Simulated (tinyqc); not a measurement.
Inside a calculation. Method: Born-Oppenheimer dynamics on the RHF/3-21g surface (energies and gradients from PySCF), for H3+, spin multiplicity 1. Computed by tinyqc, a small Python program that keeps every step (integrals from PySCF). Settings: charge = 1, multiplicity = 1, basis = 3-21g, time step (fs) = 0.5, steps = 24. Command: `OMP_NUM_THREADS=1 python tinyqc.py 26291 26292 out.jsonl` (the two numbers bound the seeds that draw the settings). One thread of a shared host (Intel(R) Xeon(R) Processor @ 2.60GHz), about 1 s of CPU time with the checks.

positions (bohr), order 1H, 2H, 3H:
```
[[0.064251, -0.013228, 0.011338],
 [-0.028346, 0.028346, 1.424853],
 [0.134171, 0.478101, -1.407846]]
```

The total energy should stay constant up to terms of order dt^2; the step counts as short enough if it moves by less than 2 % of the largest kinetic energy.

Trajectory:
```
time (fs)  1H-2H (angstrom)  potential (hartree)  kinetic (hartree)  total (hartree)
0.000000           0.749926          -1.21603814         0.00193167      -1.21410647
0.500000           0.745929          -1.21585287         0.00175635      -1.21409652
1.000000           0.750024          -1.21616237         0.00205499      -1.21410738
1.500000           0.761400          -1.21680579         0.00267760      -1.21412819
2.000000           0.778045          -1.21746859         0.00332714      -1.21414145
2.500000           0.797357          -1.21793844         0.00379773      -1.21414071
3.000000           0.816805          -1.21820926         0.00407660      -1.21413266
3.500000           0.834387          -1.21839266         0.00426591      -1.21412675
4.000000           0.848833          -1.21858019         0.00445377      -1.21412641
4.500000           0.859576          -1.21878651         0.00465777      -1.21412875
5.000000           0.866593          -1.21898576         0.00485639      -1.21412936
5.500000           0.870204          -1.21917463         0.00504848      -1.21412615
6.000000           0.870912          -1.21940595         0.00528632      -1.21411963
6.500000           0.869288          -1.21978340         0.00567194      -1.21411145
7.000000           0.865915          -1.22043760         0.00633452      -1.21410308
7.500000           0.861365          -1.22150344         0.00740820      -1.21409524
8.000000           0.856191          -1.22310740         0.00901938      -1.21408803
8.500000           0.850922          -1.22536459         0.01128336      -1.21408122
9.000000           0.846050          -1.22838117         0.01430656      -1.21407461
9.500000           0.842022          -1.23225807         0.01818980      -1.21406827
10.000000          0.839224          -1.23709135         0.02302809      -1.21406327
10.500000          0.837983          -1.24295963         0.02889587      -1.21406375
11.000000          0.838598          -1.24986753         0.03578441      -1.21408312
11.500000          0.841386          -1.25755955         0.04340246      -1.21415709
12.000000          0.846764          -1.26503424         0.05067695      -1.21435729
```

Is the time step short enough?

Yes. The total energy moves within 2.9e-04 hartree, under 2 % of the largest kinetic energy.
